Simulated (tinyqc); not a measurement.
Inside a calculation. Model: thin-body transistor below threshold, two-dimensional Poisson equation on a small mesh.

Program tinyqc, `OMP_NUM_THREADS=1 python tinyqc.py 2480159 2480160 out.jsonl`; Intel Xeon 2.30GHz, shared host, one thread, about 0.1 s. Printed values are rounded.

A thin body on a thick buried insulator of low permittivity, taken as carrying no normal field at the bottom of the body (row 0). Mobile charge is neglected (subthreshold), the body is fully depleted, and potentials are counted from the intrinsic level; rows run upward to the gate, columns from source to drain.

Inputs (values chosen for the exercise); semiconductor permittivity close to that of silicon: temperature T = 325 K; relative permittivity of the semiconductor eps_r = 11.7; relative permittivity of the insulator eox = 25; body thickness tb = 6 nm; insulator thickness tox = 5 nm; channel length L = 44 nm; acceptor density of the depleted body Na = 2.8e18 cm^-3; potential of the source Vbi = 0.48 V; gate offset Vfb = 0.05 V; gate voltage Vg = 0.1 V; drain voltage Vd = 0.3 V.

Constants: q = 1.602176634e-19 C, kB = 1.380649e-23 J/K, Vt = kB T/q, eps0 = 8.8541878128e-14 F/cm where lengths are in cm. Results are converted to the units shown.

## Coefficients of the five-point equations

Mesh: rows i = 0..3 in the semiconductor (step hs = tb/3, row 3 on the interface), then 2 step(s) ho = tox/2 up to the gate row 5; columns j = 0..7 (step hy = L/7). Box integration, divided by eps0: up_i = eps hy/h of the interval above row i, dn_i = that of the interval below (0 for row 0), lat_i = (sum of eps h/2 over the intervals above and below)/hy, s_i = -q Na w_i hy/eps0 with w_i the semiconductor height of the box (hs/2 for row 0 and the interface row, hs between, 0 in the insulator). Each free node obeys (up + dn + 2 lat) psi = up psi(above) + dn psi(below) + lat [psi(left) + psi(right)] + s.

```
row       up       dn      lat      s (V)
0    36.7714        0  1.86136  -0.318474
1    36.7714  36.7714  3.72273  -0.636949
2    36.7714  36.7714  3.72273  -0.636949
3    62.8571  36.7714  6.83295  -0.318474
4    62.8571  62.8571  9.94318          0
```

## Iteration 1: Jacobi sweep

psi at the start (fixed values on the edges, free nodes linear between source and drain columns) (V):
```
            j=0       j=1       j=2       j=3       j=4       j=5       j=6       j=7
row 0  0.480000  0.522857  0.565714  0.608571  0.651429  0.694286  0.737143  0.780000
row 1  0.480000  0.522857  0.565714  0.608571  0.651429  0.694286  0.737143  0.780000
row 2  0.480000  0.522857  0.565714  0.608571  0.651429  0.694286  0.737143  0.780000
row 3  0.480000  0.522857  0.565714  0.608571  0.651429  0.694286  0.737143  0.780000
row 4  0.265000  0.286429  0.307857  0.329286  0.350714  0.372143  0.393571  0.415000
row 5  0.050000  0.050000  0.050000  0.050000  0.050000  0.050000  0.050000  0.050000
```

Free nodes: rows 0..4, columns 1..6, taken row by row from row 0, left to right. t = (up psi(above) + dn psi(below) + lat [psi(left) + psi(right)] + s)/(up + dn + 2 lat), with all neighbours from the previous sweep; psi(new) = t.

psi after iteration 1 (V):
```
            j=0       j=1       j=2       j=3       j=4       j=5       j=6       j=7
row 0  0.480000  0.514992  0.557849  0.600706  0.643564  0.686421  0.729278  0.780000
row 1  0.480000  0.514992  0.557849  0.600706  0.643564  0.686421  0.729278  0.780000
row 2  0.480000  0.514992  0.557849  0.600706  0.643564  0.686421  0.729278  0.780000
row 3  0.480000  0.388873  0.419841  0.450809  0.481778  0.512746  0.543714  0.780000
row 4  0.265000  0.286428  0.307857  0.329286  0.350714  0.372143  0.393572  0.415000
row 5  0.050000  0.050000  0.050000  0.050000  0.050000  0.050000  0.050000  0.050000
```

## Iteration 2: Jacobi sweep

As before.

psi after iteration 2 (V):
```
            j=0       j=1       j=2       j=3       j=4       j=5       j=6       j=7
row 0  0.480000  0.507489  0.549985  0.592842  0.635700  0.678557  0.721775  0.780000
row 1  0.480000  0.507489  0.549985  0.592842  0.635700  0.678557  0.721775  0.780000
row 2  0.480000  0.450227  0.487324  0.524783  0.562243  0.599702  0.637523  0.780000
row 3  0.480000  0.377522  0.399693  0.429227  0.458761  0.488296  0.530213  0.780000
row 4  0.265000  0.228586  0.244882  0.261178  0.277474  0.293771  0.310066  0.415000
row 5  0.050000  0.050000  0.050000  0.050000  0.050000  0.050000  0.050000  0.050000
```

## Course of the iteration: Jacobi sweep

Stop when the largest change of psi is below 1e-7 V, or after 400 iterations. Fixed values: gate row Vg - Vfb; column 0 at Vbi and the last column at Vbi + Vd in the semiconductor, each running linearly to Vg - Vfb across the insulator.

Course of the iteration:
```
iteration  psi at row 0, j = 3 (V)  largest |change| of one entry (V)
1                         0.600706                              0.193
2                         0.592842                             0.0918
3                         0.584977                             0.0776
4                         0.549053                             0.0569
5                         0.530885                             0.0455
6                         0.492841                             0.0423
7                         0.469011                             0.0389
8                         0.434192                             0.0371
9                         0.408967                             0.0334
...                            ...                                ...
182                     -0.0420851                            1.66e-7
183                     -0.0420853                            1.54e-7
184                     -0.0420854                            1.44e-7
185                     -0.0420856                            1.34e-7
186                     -0.0420857                            1.25e-7
187                     -0.0420858                            1.16e-7
188                     -0.0420859                            1.08e-7
189                     -0.0420860                            1.01e-7
190                     -0.0420861                            9.39e-8
```

Converged in 190 iterations. At the end each change is about 0.93 times the one before: linear convergence.

## Barrier, swing and barrier lowering

converged psi (V):
```
            j=0       j=1       j=2        j=3        j=4       j=5       j=6       j=7
row 0  0.480000  0.142422  0.001376  -0.042087  -0.031104  0.046655  0.268604  0.780000
row 1  0.480000  0.141135  0.005098  -0.036183  -0.025824  0.048017  0.262613  0.780000
row 2  0.480000  0.136635  0.016548  -0.018184  -0.009648  0.052451  0.243289  0.780000
row 3  0.480000  0.126852  0.036678   0.012757   0.018426  0.061174  0.206271  0.780000
row 4  0.265000  0.097609  0.046319   0.032706   0.035886  0.060217  0.143088  0.415000
row 5  0.050000  0.050000  0.050000   0.050000   0.050000  0.050000  0.050000  0.050000
```

d psi/dVg on row 0: j=0 0.000000, j=1 0.575067, j=2 0.835222, j=3 0.923476, j=4 0.923476, j=5 0.835222, j=6 0.575067, j=7 0.000000
d psi/dVd on row 0: j=0 0.00000, j=1 0.00216, j=2 0.00692, j=3 0.01996, j=4 0.05657, j=5 0.15785, j=6 0.42277, j=7 1.00000

The barrier is read along row 0, the path farthest from the gate. Take the node j of lowest psi: barrier Vbi - psi_j; swing Vt ln 10/(d psi_j/dVg); DIBL = (d psi_j/dVd)/(d psi_j/dVg). The derivatives solve the same equations with s = 0 and a unit change of that voltage.

j = 3
barrier = 0.522087 V
swing = 69.8307 mV/decade
DIBL = 21.6112 mV/V

A mesh of 12, 8 and 80 steps (semiconductor, insulator, channel) gives a barrier of 0.532 V, a swing of 68.3 mV a decade and a DIBL of 23.2 mV/V; the small mesh puts the barrier 1.9 % below that. In this column psi is higher at the interface than on row 0, so electrons would pass more easily near the interface.
